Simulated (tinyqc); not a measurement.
Inside a calculation. Model: Born-von Karman spring model of a cubic crystal with one atom per cell. Computed by tinyqc, a small Python program that keeps every step. Command: `OMP_NUM_THREADS=1 python tinyqc.py 3006354 3006355 out.jsonl springs walk`. One thread of a shared host (Intel(R) Xeon(R) Processor @ 2.30GHz), about 0.2 s of CPU time with the checks. Intermediate numbers are printed to about 6 digits and carried at full precision; extremes and crossings named in words are read from the listed rows.

First neighbours lie at a/2 (1,1,0) (12 of them), second at a (1,0,0) (6), with all permutations and signs; the volume per atom is Omega = a^3/4. Two shells of springs match a real metal only roughly, above all at the zone boundary.

Inputs (values chosen for the exercise, modelled on nickel):

| quantity | value | unit |
|---|---|---|
| lattice constant a | 3.52 | angstrom |
| atomic mass M | 58.69 | u |
| radial spring k1L | 2.07 | eV/angstrom^2 |
| transverse spring k1T | -0.02 | eV/angstrom^2 |
| radial spring k2L | 0.057 | eV/angstrom^2 |
| transverse spring k2T | -0.034 | eV/angstrom^2 |
| mesh divisions n | 6 | - |
| temperature T | 100 | K |

Lattice: fcc.

wave vector q (2 pi/a): 0.35  0.12  0

Constants: nu for 1 eV/(angstrom^2 u) = 15.6333042 THz; 1 eV/angstrom^3 = 160.2176634 GPa; u = 1.6605390666e-27 kg; h x 1 THz = 4.135667696 meV; k_B = 8.617333262e-05 eV/K; hbar^2/u = 4.18015928e-03 eV angstrom^2; hbar = 1.054571817e-34 J s; k_B = 1.380649e-23 J/K.

## Dynamical matrix at q

A neighbour at R with unit vector n couples by the matrix K(R) = kL n n^T + kT (1 - n n^T), and D(q) = (1/M) sum_R K(R) [1 - cos(q.R)].

D(q) (eV/(angstrom^2 u)):
```
           x          y          z
x  0.0811884  0.0233608  0.0000000
y  0.0233608  0.0432188  0.0000000
z  0.0000000  0.0000000  0.0401078
```

## Frequencies and polarisations

Diagonalise D. An eigenvalue lambda of D in eV/(angstrom^2 u) gives nu = 15.6333042 THz x sqrt(lambda). Eigenvectors are columns, with the largest component positive; the longitudinal weight is (e.q)^2/q^2.

eigenvalues (eV/(angstrom^2 u)): 0.0321013  0.0401078  0.0923060

frequencies (THz): 2.80099  3.13087  4.74969

polarisation vectors:
```
     mode 1   mode 2   mode 3
x  -0.42972  0.00000  0.90296
y   0.90296  0.00000  0.42972
z   0.00000  1.00000  0.00000
```

longitudinal weights: 0.012915  0.000000  0.987085

Mode 3 is the most longitudinal, with weight 0.99.

## Elastic constants from long waves

[ij,kl] = (1/(2 Omega)) sum_R K_ij R_k R_l; C11 = [xx,xx], C44 = [xx,yy], C12 = 2 [xy,xy] - C44; B = (C11 + 2 C12)/3; Zener ratio A = 2 C44/(C11 - C12). K(R) = kL n n^T + kT (1 - n n^T).

C11 = 196.995 GPa

C12 = 104.961 GPa

C44 = 85.2977 GPa

bulk modulus B = 135.639 GPa

Zener ratio A = 1.85361

C12 - C44 = 19.66 GPa: the Cauchy relation fails because sum_R kT R^2 is not zero; a negative sum gives a positive Cauchy pressure.

## Sound velocities

rho = M/Omega and v = sqrt(C/rho), with C = C11, C44, C44 along [100]; (C11 + C12 + 2 C44)/2, C44, (C11 - C12)/2 along [110]; (C11 + 2 C12 + 4 C44)/3 and twice (C11 - C12 + C44)/3 along [111].

density rho = 8938.10 kg/m^3

Velocities (m/s):

| direction | longitudinal | transverse 1 | transverse 2 |
|---|---|---|---|
| [100] | 4694.67 | 3089.20 | 3089.20 |
| [110] | 5141.46 | 3089.20 | 2269.01 |
| [111] | 5282.00 | 2571.64 | 2571.64 |

Along [110] the two transverse waves differ by a factor sqrt(2 C44/(C11 - C12)) = 1.361.

## Frequencies at the zone boundary

The formulas are those given above.

Frequencies (THz) at points given in 2 pi/a:

| point | nu 1 | nu 2 | nu 3 |
|---|---|---|---|
| X (1, 0, 0) | 5.78624 | 5.78624 | 8.26401 |
| L (0.5, 0.5, 0.5) | 4.02790 | 4.02790 | 8.27307 |
| W (1, 0.5, 0) | 5.86771 | 7.09372 | 7.09372 |
| K (0.75, 0.75, 0) | 5.34813 | 6.78300 | 7.58680 |

## Highest frequency at X

Take the highest frequency at X = (1, 0, 0) (2 pi/a).

highest frequency at X = 8.26401 THz

## Dispersion against the sound-wave line

The last column divides the top branch by the straight line with its slope at G. End points in 2 pi/a: X = (1, 0, 0), L = (0.5, 0.5, 0.5).

Frequencies (THz) along two lines:

| line | fraction of the way | nu 1 | nu 2 | nu 3 | nu 3 / linear |
|---|---|---|---|---|---|
| G-X | 0.10 | 0.87478 | 0.87478 | 1.32738 | 0.995251 |
| G-X | 0.25 | 2.14941 | 2.14941 | 3.23668 | 0.970729 |
| G-X | 0.40 | 3.32491 | 3.32491 | 4.94507 | 0.926937 |
| G-X | 0.55 | 4.33666 | 4.33666 | 6.35727 | 0.866654 |
| G-X | 0.70 | 5.11951 | 5.11951 | 7.40536 | 0.793206 |
| G-X | 0.85 | 5.61599 | 5.61599 | 8.04784 | 0.709902 |
| G-X | 1.00 | 5.78624 | 5.78624 | 8.26401 | 0.619624 |
| G-L | 0.10 | 0.63010 | 0.63010 | 1.29419 | 0.995893 |
| G-L | 0.25 | 1.54141 | 1.54141 | 3.16597 | 0.974495 |
| G-L | 0.40 | 2.36754 | 2.36754 | 4.86279 | 0.935489 |
| G-L | 0.55 | 3.06284 | 3.06284 | 6.29089 | 0.880163 |
| G-L | 0.70 | 3.58888 | 3.58888 | 7.37136 | 0.810332 |
| G-L | 0.85 | 3.91660 | 3.91660 | 8.04449 | 0.728270 |
| G-L | 1.00 | 4.02790 | 4.02790 | 8.27307 | 0.636620 |

Along G-X the top branch ends at 62 % of its linear extrapolation, near the 2/pi = 64 % of a chain with one spring. Along G-L the top branch ends at 64 % of its linear extrapolation, which is the 2/pi of a pure sine: planes normal to this line couple to their next planes alone. A Debye model keeps the straight line throughout.

## Thermal sums on a mesh

Mesh: q = sum_i (m_i + 1/2)/n b_i, m_i = 0..n-1, with b = [[-1, 1, 1], [1, -1, 1], [1, 1, -1]] in 2 pi/a; sums are averages over the n^3 points, per atom. With x = h nu/(k_B T) and n = 1/(exp(x) - 1) for each mode: F = k_B T [x/2 + ln(1 - exp(-x))], U = k_B T x (n + 1/2), S/k_B = x n - ln(1 - exp(-x)), C/k_B = x^2 n (n + 1). <u_x^2> = (1/3) sum over modes of hbar^2/(2 M h nu) coth(x/2); zero-point energy = sum h nu/2. <u_x^2> converges slowly with the mesh, from below, with an error of order 1/n.

free energy F = 32.0625 meV/atom

energy U = 40.4139 meV/atom

entropy S = 0.969136 k_B/atom

heat capacity C = 1.71333 k_B/atom

<u_x^2> = 0.00234912 angstrom^2

zero-point energy = 34.6778 meV/atom

C is 57 % of the classical 3 k_B, and the zero-point energy is 86 % of U.

## Debye temperature from the elastic constants

Christoffel matrix G_xx = C11 n_x^2 + C44 (1 - n_x^2), G_xy = (C12 + C44) n_x n_y, with eigenvalues rho v^2; v_m^-3 is the mean of v^-3 over three branches and all directions (12 Gauss-Legendre points in cos(theta) times 24 angles phi = (j + 1/2) pi/12); q_D = (6 pi^2/Omega)^(1/3); Theta = hbar v_m q_D/k_B.

mean velocity v_m = 3024.01 m/s

Debye wave number q_D = 1.75777 1/angstrom

elastic Debye temperature = 406.010 K

## Full spectrum, Debye and Einstein heat capacities

Mesh: q = sum_i (m_i + 1/2)/n b_i, m_i = 0..n-1, with b = [[-1, 1, 1], [1, -1, 1], [1, 1, -1]] in 2 pi/a; sums are averages over the n^3 points (here n = 14), per atom. Debye: C = 9 k_B (T/Theta)^3 int_0^(Theta/T) x^4 e^x/(e^x - 1)^2 dx with the elastic Theta. Einstein: three modes at the root-mean-square frequency. The last column is the Theta that makes the Debye formula give the full C at that T.

root-mean-square frequency = 5.80708 THz

Heat capacity (k_B/atom):

| T (K) | full spectrum | Debye | Einstein | Theta from C (K) |
|---|---|---|---|---|
| 49 | 0.53515 | 0.37890 | 0.33099 | 353.122 |
| 73 | 1.16004 | 0.92087 | 1.00464 | 354.126 |
| 100 | 1.71333 | 1.48242 | 1.63025 | 355.991 |
| 140 | 2.21079 | 2.03824 | 2.17852 | 357.586 |
| 200 | 2.56804 | 2.46247 | 2.55829 | 358.634 |
| 300 | 2.79544 | 2.74227 | 2.79325 | 359.259 |
| 410 | 2.88777 | 2.85791 | 2.88711 | 359.504 |
| 610 | 2.94849 | 2.93459 | 2.94836 | 359.662 |

The apparent Theta runs from 353 to 360 K against the elastic 406 K; at high T it tends to sqrt(5/3) h nu_rms/k_B = 360 K. At the lowest T the Debye value is 0.71 and the Einstein value 0.62 times the full one; dispersion bends the branches below the sound lines, so the real spectrum has more low modes than Debye assumes. At the highest T Debye misses by 0.47 % and Einstein by 0.0047 %.

Checks made by the program: slopes of the dispersion along [110] against the sound velocities (relative difference 2e-08); F = U - T S (relative difference below 1e-10).
